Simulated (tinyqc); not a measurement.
# Worked calculation: floating body of a partially depleted SOI transistor: body voltage and kink

Program tinyqc, `OMP_NUM_THREADS=1 python tinyqc.py 2182024 2182025 out.jsonl`; Intel Xeon 2.30GHz, shared host, one thread, about 0.2 s. Printed values are rounded.

Source at 0 V. Channel current Ic = 2 nf K Vt^2 [F(0) - F(Vd)](1 + la Vd), F(V) = ln^2(1 + exp((Vg - VT - nf V)/(2 nf Vt))), VT = VT0 - gb Vb. Saturation voltage Vs = 2 Vt sqrt(F(0)) + 3 Vt, excess Ve = (Vd - Vs + sqrt((Vd - Vs)^2 + 0.0004 V^2))/2, multiplication M1 = Ai Ve exp(-Bl/Ve). Each junction passes D(v) = J1 (exp(v/Vt) - 1) + J2 (exp(v/(2 Vt)) - 1). Bipolar current Ib = bb J1 (exp(Vb/Vt) - 1). The body settles where M1 (Ic + Ib) = D(Vb) + D(Vb - Vd) + Vb/Rb; drain current Id = (1 + M1)(Ic + Ib) - D(Vb - Vd).

Values chosen for this exercise; values of the order met in partially depleted silicon-on-insulator transistors:
- T = 300 K (temperature)
- VT0 = 0.53 V (threshold at zero body voltage)
- gb = 0.11 (fall of the threshold per volt of body voltage)
- nf = 1.18 (slope factor)
- K = 410 uA/(V^2 um) (gain factor per width)
- la = 0.09 1/V (channel-length modulation factor)
- Ai = 2.65 1/V (impact-ionisation prefactor)
- Bl = 8.1 V (impact-ionisation voltage)
- J1 = 5.2e-13 uA/um (diffusion saturation current of each junction)
- J2 = 3.2e-8 uA/um (recombination saturation current of each junction)
- bb = 0.5 (gain of the lateral bipolar transistor on the diffusion current)
- Rb = 1e9 kohm um (resistance of a weak body tie to the source (1e9 stands for no tie, and the term is then dropped))
- Vg = 0.99 V (gate voltage)
- Vd = 1 V (drain voltage)

Constants: q = 1.602176634e-19 C, kB = 1.380649e-23 J/K, Vt = kB T/q. Results are converted to the units shown.

Range of the model: The multiplication law is an empirical form chosen for the exercise; self-heating and capacitive coupling to the body are left out, and the linear laws are rough once Vb passes about 0.7 V or M1 about 0.1.

## Starting value

Vb = 0.38 V.

Vb at the start = 0.38 V

## Iteration 1: new Vb

Current into the body I_in = M1 (Ic + Ib) - D(Vb - Vd), current out I_out = D(Vb) + Vb/Rb; f = ln(I_in/I_out), s = df/dVb by central differences over 1e-5 V, Vb(new) = Vb - f/s.

Ic = 47.6857 uA/um
Ve = 0.497377 V
M1 = 1.11495e-7
I_in = 5.34874e-6 uA/um
I_out = 5.10009e-5 uA/um
f = -2.25498
s = -22.6126 1/V
Vb after iteration 1 = 0.280278 V

## Iteration 2: new Vb

As before.

Ic = 45.6243 uA/um
Ve = 0.506667 V
M1 = 1.53099e-7
I_in = 7.01702e-6 uA/um
I_out = 7.22857e-6 uA/um
f = -0.0297022
s = -22.1605 1/V
Vb after iteration 2 = 0.278937 V

## Course of the iteration

Stop when the step is below 1e-10 V, or after 40 iterations.

Course of the iteration:
```
iteration  Vb before the step (V)  step (V)
1                            0.38   -0.0997
2                        0.280278  -1.34e-3
3                        0.278937  -3.43e-8
4                        0.278937   < 1e-14
```

Converged in 4 iterations.

## Drain current with floating and with grounded body

converged Vb = 0.278937 V

Id and VT at the converged Vb, Id at Vb = 0, their ratio, and the bipolar share Ib/(Ic + Ib).

VT = 0.499317 V
Id, floating = 45.5969 uA/um
Id, grounded = 40.0752 uA/um
ratio = 1.13778
bipolar share = 2.76674e-8 %

The body rises to 0.279 V and lowers the threshold by 30.7 mV.
